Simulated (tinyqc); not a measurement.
Changing the temperature T: Bloch-Grueneisen resistivity of a metal. Computed by tinyqc, a small Python program. Command: `OMP_NUM_THREADS=1 python tinyqc.py 3019324 3019325 out.jsonl bg sweep`. One thread of a shared host (Intel(R) Xeon(R) Processor @ 2.30GHz), about 0.01 s of CPU time with the checks.

Electrons scatter from a Debye spectrum of phonons (n = 5 for scattering within one band, n = 3 for scattering into a second, heavy band) and from static defects.

Inputs (values chosen for the exercise, modelled on copper):
```
quantity                      value         unit
exponent n                        5            -
Debye temperature Theta         334            K
transport coupling lambda_tr   0.11            -
Drude plasma energy hbar w_p    8.7           eV
residual resistivity rho_0     0.84  microohm cm
```

Addition: none.

Constants: k_B = 1.380649e-23 J/K; hbar = 1.054571817e-34 J s; eps_0 = 8.8541878128e-12 F/m; hbar = 6.582119569e-16 eV s; k_B = 8.617333262e-05 eV/K.

Method:
- rho_ph = (n - 1) rho_1 (T/Theta)^n J_n(Theta/T), with rho_1 = 2 pi lambda_tr k_B Theta/(hbar eps_0 w_p^2), the high-temperature line at T = Theta.
- J_n(y) = int_0^y x^n e^x/(e^x - 1)^2 dx, by 96 Gauss-Legendre points (upper limit at most 60).
- Matthiessen's rule: rho = rho_0 + rho_ph.
- Temperature coefficient (1/rho) d rho/dT by a central difference of +/- 0.5 K; residual ratio rho(295 K)/rho(4.2 K); scattering time tau = 1/(eps_0 w_p^2 rho); Wiedemann-Franz kappa = L_0 T/rho, L_0 = (pi^2/3)(k_B/e)^2.

One run for each value; columns: (1) temperature T (K); (2) resistivity rho (microohm cm); (3) phonon resistivity rho_ph (microohm cm); (4) temperature coefficient (1e-3/K); (5) Wiedemann-Franz conductivity (W/(m K)):
```
(1)    (2)        (3)        (4)    (5)
10   0.840  2.340e-05  1.400e-02   29.1
16   0.840  2.453e-04  9.140e-02   46.5
27   0.843  3.305e-03  7.081e-01   78.2
45   0.873  3.276e-02  3.286e+00  126.0
74   1.007  1.666e-01  5.876e+00  179.6
120  1.310  4.700e-01  5.229e+00  223.8
200  1.846  1.006e+00  3.526e+00  264.7
330  2.665  1.825e+00  2.307e+00  302.6
550  3.992  3.152e+00  1.494e+00  336.6
900  6.065  5.225e+00  9.718e-01  362.6
```

What does the table show, and why?

Over the rows, resistivity rho (microohm cm) rises from 0.840 to 6.06 (exponent d ln y / d ln x 5.6e-4 between the first rows and 0.85 between the last); phonon resistivity rho_ph (microohm cm) rises from 2.34e-5 to 5.22 (exponent d ln y / d ln x 5.0 between the first rows and 1.0 between the last); temperature coefficient (1e-3/K) goes from 0.0140 through a maximum among these rows, 5.88 at 74.0, to 0.972. At the low end the exponent of phonon resistivity rho_ph is 5.00, close to 5: the T^5 law. At the high end the exponent of phonon resistivity rho_ph is 1.03, close to 1: the linear law of classical vibrations. At the low end the exponent of Wiedemann-Franz conductivity is 1.00, close to 1: defect scattering, constant rho.

Caution (rows 120, 200): below about Theta/2 small-angle phonon scattering degrades heat flow more than charge flow, so a thermal conductivity taken from rho by the Wiedemann-Franz law would be too high.

Extremes, crossings and ranges named in words are read from the listed rows.
